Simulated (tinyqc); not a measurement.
Length of a molecular wire: coherent transport through a tight-binding bridge. Computed by the program tinyqc. Command: `OMP_NUM_THREADS=1 python tinyqc.py 110779 110780 out.jsonl`; one thread of a shared host (Intel(R) Xeon(R) Processor @ 2.60GHz), about 0.8 s.

A uniform bridge between two chains:
```
parameter                        value
site energy (eV)              2.070000
hopping in the bridge (eV)    0.520000
lead hopping (eV)             1.640000
couplings (eV)              1.02, 0.43
E (eV)                        0.300000
```

T = Gamma_L Gamma_R |G_1n|^2 with the self-energies of semi-infinite chains.

Transmission against length:
```
sites           T      ln T
2      7.4805e-03   -4.8954
3      7.8745e-04   -7.1467
4      8.3041e-05   -9.3962
5      8.7588e-06  -11.6455
6      9.2385e-07  -13.8947
7      9.7445e-08  -16.1440
8      1.0278e-08  -18.3932
9      1.0841e-09  -20.6425
10     1.1435e-10  -22.8917
```

E lies outside the band of the bridge (|E - e|/2h = 1.702 > 1), so T decays as exp(-beta n) with beta = 2 arccosh(1.702) = 2.2493 a site; the last two rows give 2.2493.
